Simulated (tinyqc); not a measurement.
Shallow acceptor in the spherical four-band model: one step. Units and couplings. Four cases, with inputs chosen for the exercise.

Question. Give Ry*, a*, mu, delta and the spherical masses 1/(g1 (1 -/+ mu)).

Units Ry* = Ry/(g1 eps^2) and a* = a0 eps g1; mu = (6 g3 + 4 g2)/(5 g1) is the spherical heavy-light coupling and delta = (g3 - g2)/g1 the cubic term, which is left out.

Constants: Ry = 13.60569312 eV; a0 (Bohr radius) = 0.5291772105 angstrom.

Give: Ry*; a*; mu; delta; heavy and light mass.

Case 1.

Values chosen (near those of a shallow acceptor in Si, where the small spin-orbit splitting and strong warping make this model rough; not measured data): g1 = 4.28 (Luttinger gamma1); g2 = 0.34 (gamma2); g3 = 1.44 (gamma3); eps = 12 (dielectric constant).

Answer.

Ry* = 22.076 meV
a* = 27.18 angstrom
mu = 0.4673
delta = 0.2570

heavy and light mass (m0): 0.4386  0.1592

A hydrogen model with the heavy mass would bind by Ry*/(1 - mu) = 41.4 meV and with the light mass by 15.0 meV. delta/mu = 0.55: the cubic term is not small, so the spherical result is a first estimate.

Case 2.

Values chosen (near those of a shallow acceptor in AlAs; not measured data): g1 = 3.74 (Luttinger gamma1); g2 = 0.82 (gamma2); g3 = 1.42 (gamma3); eps = 10.2 (dielectric constant).

Answer.

Ry* = 34.966 meV
a* = 20.19 angstrom
mu = 0.6310
delta = 0.1604

heavy and light mass (m0): 0.7246  0.1639

A hydrogen model with the heavy mass would bind by Ry*/(1 - mu) = 94.8 meV and with the light mass by 21.4 meV. delta/mu = 0.25: the cubic term is a modest correction.

Case 3.

Values chosen (near those of a shallow acceptor in Si, where the small spin-orbit splitting and strong warping make this model rough; not measured data): g1 = 4.28 (Luttinger gamma1); g2 = 0.34 (gamma2); g3 = 1.45 (gamma3); eps = 11.8 (dielectric constant).

Answer.

Ry* = 22.830 meV
a* = 26.73 angstrom
mu = 0.4701
delta = 0.2593

heavy and light mass (m0): 0.4409  0.1589

A hydrogen model with the heavy mass would bind by Ry*/(1 - mu) = 43.1 meV and with the light mass by 15.5 meV. delta/mu = 0.55: the cubic term is not small, so the spherical result is a first estimate.

Case 4.

Values chosen (near those of a shallow acceptor in Ge; not measured data): g1 = 13.53 (Luttinger gamma1); g2 = 4.28 (gamma2); g3 = 5.69 (gamma3); eps = 16.1 (dielectric constant).

Answer.

Ry* = 3.879 meV
a* = 115.27 angstrom
mu = 0.7577
delta = 0.1042

heavy and light mass (m0): 0.3051  0.0420

A hydrogen model with the heavy mass would bind by Ry*/(1 - mu) = 16.0 meV and with the light mass by 2.2 meV. delta/mu = 0.14: the cubic term is a modest correction.

Computed by tinyqc, one run a case: `OMP_NUM_THREADS=1 python tinyqc.py N N+1 out.jsonl` with N = 1281214, 1281276, 1281444, 1281625; one thread of a shared Intel(R) Xeon(R) Processor @ 2.30GHz, about 0.07 s a run at most.
